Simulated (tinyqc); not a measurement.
Lattice vibrations of a chain, step by step. One step of it, computed by the program tinyqc.

Problem. Frequencies. omega^2 are the eigenvalues; wavenumber = 521.4708 sqrt(eigenvalue) 1/cm.

D(q) (eV/(angstrom^2 u)):
```
                     1                    2                    3
1             0.797659  -0.270043+0.016269i  -0.311702+0.230437i
2  -0.270043-0.016269i             0.239399  -0.044956+0.015359i
3  -0.311702-0.230437i  -0.044956-0.015359i             0.438152
```

Give: eigenvalues; wavenumbers; weights |e|^2 of the mass-weighted modes.

Solution.

eigenvalues: 0.010  0.369  1.096

wavenumbers (1/cm): 52.9  316.9  545.8

weights |e|^2 of the mass-weighted modes:
```
        mode 1  mode 2  mode 3
atom 1   0.246   0.043   0.711
atom 2   0.479   0.463   0.058
atom 3   0.275   0.494   0.231
```
